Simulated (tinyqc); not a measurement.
Worked calculation: core-shell quantum dot (spherical envelope functions). Values are carried at full precision from step to step, so a last printed digit may differ when a step is redone from the rounded ones.

Parabolic bands; strain and other valleys are left out. s states, u = r psi, hard wall at R + H, c = hbar^2/2m0, energies from the band edges of the core. Core: u = sin(k1 r)/k1, k1 = sqrt(m1 E/c). At R, psi and psi'/m are continuous, so u is continuous and its slope in the shell is s = u/R + (m2/m1)(u' - u/R). Shell: u(R + x) = u(R) cos(k2 x) + s sin(k2 x)/k2, k2 = sqrt(m2 (E - V)/c); for negative arguments the functions turn into sinh and cosh. A level has u(R + H) = 0.

Constants: hbar^2/2m0 = 3.80998211 eV angstrom^2; e^2/(4 pi eps0) = 14.39964547 eV angstrom; hc = 1239.841984 eV nm.

Parameters, chosen for this exercise (near those of an InAs/InP core-shell dot; not measured data):
```
symbol  value  unit      meaning
R       36     angstrom  core radius
H       19     angstrom  shell thickness
Vc      0.49   eV        conduction edge of the shell above that of the core
me1     0.029  m0        electron, core
me2     0.078  m0        electron, shell
E       0.355  eV        trial energy of the electron
Vv      0.368  eV        hole barrier of the shell
mh1     0.341  m0        hole, core
mh2     0.488  m0        hole, shell
Eg      0.425  eV        gap of the core
eps     12.2             dielectric constant
```

## Shooting at a trial energy

Carry the electron solution outwards.

k1^2 = 0.0027021 1/angstrom^2
k2^2 = -0.0027638 1/angstrom^2
u(R) = 18.375 angstrom
s = -1.6587
u(R + H) = -8.694 angstrom

u(R + H) is negative: one node has entered, so the lowest level lies below the trial energy.

## Ground states

Find the lowest root for electron and hole, and the share of u^2 inside the core.

Levels:
```
carrier   E (eV)  share in the core
electron  0.3170              0.793
hole      0.0597              0.972
```

The core holds 28 % of the volume. Both carriers sit mainly in the core, as the type I line-up favours.

## Overlap and Coulomb integrals

Overlap = (integral of u_e u_h)^2 with normalised u. Coulomb integrals J_ab = (q/eps) double integral of u_a(r)^2 u_b(s)^2/max(r, s), q = e^2/(4 pi eps0), one eps everywhere. Exciton E = Eg + E_e + E_h - J_eh; first-order biexciton shift J_ee + J_hh - 2 J_eh (positive: repulsive).

Integrate numerically.

overlap = 0.847

J_eh, J_ee, J_hh (meV): 41.9  37.6  49.0

## Exciton and biexciton

Give E, the wavelength hc/E and the biexciton shift.

E = 0.760 eV
wavelength = 1632 nm
biexciton shift = 3 meV

At first order the shift is the Coulomb integral of the net charge density with itself and cannot be negative; correlation, left out here, lowers it, and may reverse a shift as small as this.

## Checks

- Level without offset and mass step against c (pi/(R + H))^2/m, eV: both 0.4286.
- J_ee in that case against 1.786 q/(eps (R + H)), meV: both 38.3.

tinyqc: `OMP_NUM_THREADS=1 python tinyqc.py 1251315 1251316 out.jsonl`; about 0.04 s, one thread, shared Intel(R) Xeon(R) Processor @ 2.30GHz.
